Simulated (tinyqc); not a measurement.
Fermi-level pinning from two metals.

Problem. Cowley-Sze model with the space charge neglected: phiB = S (phiM - chi) + (1 - S)(Eg - phi0), S = 1/(1 + q Dit dl/(eps0 ei)), dl in cm. Find S, phi0 and Dit.

Values chosen for this exercise; band and dielectric values close to those of 4H silicon carbide:
- Eg = 3.23 eV (band gap)
- chi = 3.63 eV (electron affinity)
- dl = 0.2 nm (thickness of the interfacial layer)
- ei = 2 (relative permittivity of the interfacial layer)

Constants: q = 1.602176634e-19 C, eps0 = 8.8541878128e-14 F/cm where lengths are in cm. Results are converted to the units shown.

barriers for metals with phiM = 4.06 and 4.74 eV (eV): [1.0701349, 1.5161071]

Solution. S is the slope of phiB against phiM; either barrier then gives phi0, and S gives Dit.

S = 0.6558
phi0 = 0.9400 eV
Dit = 2.900e13 cm^-2 eV^-1

Computed by the program tinyqc: `OMP_NUM_THREADS=1 python tinyqc.py 2020008 2020009 out.jsonl`, one thread of a shared Intel Xeon 2.30GHz, about 0.05 s for the whole run.
